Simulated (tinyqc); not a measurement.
Three surfaces against bond counting: Gupta-type many-body potential for a metal. Computed by tinyqc, a small Python program. Command: `OMP_NUM_THREADS=1 python tinyqc.py 3013764 3013765 out.jsonl gupta walk`. One thread of a shared host (Intel(R) Xeon(R) Processor @ 2.30GHz), about 0.01 s of CPU time with the checks.

E_i = sum_j A exp(-p (r_ij/r0 - 1)) - xi rho_i^gamma, with rho_i = sum_j exp(-2 q (r_ij/r0 - 1)); gamma = 1/2 is the tight-binding second-moment form. The crystal is fcc unless stated; d is the neighbour distance and a fixed number of shells is kept.

Inputs (values chosen for the exercise, modelled on lead):
```
quantity,value,unit
repulsion A,0.0993,eV
hopping xi,0.896,eV
decay p,9.51,-
decay q,3.6,-
reference distance r0,3.501,angstrom
shells kept,2,-
embedding exponent gamma,0.5,-
```

Constants: 1 eV/angstrom^3 = 160.2176634 GPa; 1 eV/angstrom^2 = 16.02176634 J/m^2.

Method:
- fcc shells: d sqrt(k), k = 1..5, with 12, 6, 24, 12, 24 atoms; Omega = d^3/sqrt2.
- Equilibrium: dE/dd = 0; B = d^2 E''(d)/(9 Omega).
- Cut the crystal without relaxation; an atom in layer l keeps the neighbours that lie below the surface plane. Excess = E_i + E_c. Surface energy = sum of excesses over the layers, divided by the area per surface atom: (sqrt3/2) d^2 for (111), d^2 for (100), sqrt2 d^2 for (110).
- Bond counting with pair bonds charges E_c/12 for each missing nearest neighbour: 3, 4 and 6 per surface cell.

neighbour distance d = 3.50399 angstrom

cohesive energy E_c = 1.93974 eV

Surfaces:
```
face,missing bonds,excess (eV),bond counting (eV),ratio,surface energy (J/m^2)
(111),3,0.12971,0.48493,0.26749,0.19545
(100),4,0.17571,0.64658,0.27176,0.22929
(110),6,0.28083,0.96987,0.28955,0.25913
```

What does the comparison show, and why?

The order of surface energies is (111) < (100) < (110), with (110)/(111) = 1.326 against 1.225 from counting first-neighbour bonds. The excess is 0.27 to 0.29 of the bond-counting value: atoms with fewer neighbours have stronger bonds. Further shells enter the excess but not the count. Caution: relaxation, left out here, lowers surface energies. Caution: fitted second-moment potentials usually give surface energies well below measured ones.
